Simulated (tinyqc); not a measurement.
Capacitance measurement on a leaky thin oxide: effects of series resistance and leakage: one step of the calculation.

The device is a capacitance C in parallel with a leakage conductance G, in series with Rs and Ls. An impedance meter reports either a parallel pair (Cp, Gp) from Y = 1/Z = Gp + i w Cp or a series pair (Cs, Rm) from Z = Rm + 1/(i w Cs); w = 2 pi f, dissipation D = Gp/(w |Cp|).

Task. True capacitance and conductance. EOT = 3.9 tox/eox; CET = EOT + zc + zp; C = 3.9 eps0 A/CET; G = Jg A/Vs.

Inputs (values chosen for the exercise); values of the order met in thin-oxide MOS capacitors:
```
symbol,value,unit,meaning
eox,7.56,,relative permittivity of the gate insulator (close to silicon nitride)
tox,5.4,nm,insulator thickness
A,400,um^2,gate area
zc,0.35,nm,oxide-equivalent thickness added by the accumulation layer
zp,0,nm,oxide-equivalent thickness added by gate depletion
Jg,0.39,A/cm^2,"gate leakage current density, not matched to the thickness"
Vs,0.41,V,voltage for an e-fold rise of the leakage
```

Constants: eps0 = 8.8541878128e-14 F/cm where lengths are in cm. Results are converted to the units shown.

Find: EOT; CET; C; G.

Result.

EOT = 2.786 nm
CET = 3.136 nm
C = 4.405 pF
G = 3.805 uS

Program tinyqc, `OMP_NUM_THREADS=1 python tinyqc.py 2022059 2022060 out.jsonl`; Intel Xeon 2.30GHz, shared host, one thread, about 0.01 s.
